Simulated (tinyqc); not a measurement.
CIS on RHF in the sto-3g basis, frozen core, for BeH2, spin multiplicity 1, step by step. One step of it, computed by the program tinyqc.

Question. CIS matrix, singlets. A(ia,jb) = (e_a - e_i) d_ij d_ab + 2 (ia|jb) - (ij|ab).

orbital energies (hartree): MO1 -4.527127, MO2 -0.433826, MO3 -0.393790, MO4 0.213758, MO5 0.213758, MO6 0.398100, MO7 0.790561

Two-electron integrals over orbitals (pq|rs), unique and non-zero (hartree); the lowest 1 orbital is frozen and left out:
```
(22|22) 0.383661    (32|32) 0.161255    (33|22) 0.396237    (33|33) 0.419561
(42|42) 0.048077    (43|43) 0.013319    (44|22) 0.359587    (44|33) 0.343787
(44|44) 0.449859    (52|52) 0.048077    (53|53) 0.013319    (54|54) 0.024249
(55|22) 0.359587    (55|33) 0.343787    (55|44) 0.401360    (55|55) 0.449859
(62|22) -0.018434   (62|33) -0.043159   (62|44) 0.061699    (62|55) 0.061699
(62|62) 0.080888    (63|32) -0.092806   (63|63) 0.085258    (64|42) 0.046940
(64|64) 0.050069    (65|52) 0.046940    (65|65) 0.050069    (66|22) 0.384398
(66|33) 0.395498    (66|44) 0.358698    (66|55) 0.358698    (66|62) -0.030115
(66|66) 0.400608    (72|32) -0.041045   (72|63) 0.061959    (72|72) 0.056968
(73|22) -0.001482   (73|33) -0.018457   (73|44) 0.066201    (73|55) 0.066201
(73|62) 0.076451    (73|66) -0.022312   (73|73) 0.085271    (74|43) 0.013485
(74|74) 0.016823    (75|53) 0.013485    (75|75) 0.016823    (76|32) 0.141104
(76|63) -0.092776   (76|72) -0.050588   (76|76) 0.138256    (77|22) 0.411208
(77|33) 0.428515    (77|44) 0.383016    (77|55) 0.383016    (77|62) -0.025525
(77|66) 0.420572    (77|73) -0.001704   (77|77) 0.467824
```

Give: CIS matrix A, singlet.

Answer.

CIS matrix A, singlet (hartree), lower triangle:
```
        2>4     2>5     2>6      2>7     3>4     3>5     3>6     3>7
2>4  0.3842
2>5  0.0000  0.3842
2>6  0.0000  0.0000  0.6093
2>7  0.0000  0.0000  0.0000   0.9271
3>4  0.0000  0.0000  0.0000   0.0000  0.2904
3>5  0.0000  0.0000  0.0000   0.0000  0.0000  0.2904
3>6  0.0000  0.0000  0.0000  -0.0172  0.0000  0.0000  0.5669
3>7  0.0000  0.0000  0.0118   0.0000  0.0000  0.0000  0.0000  0.9264
```
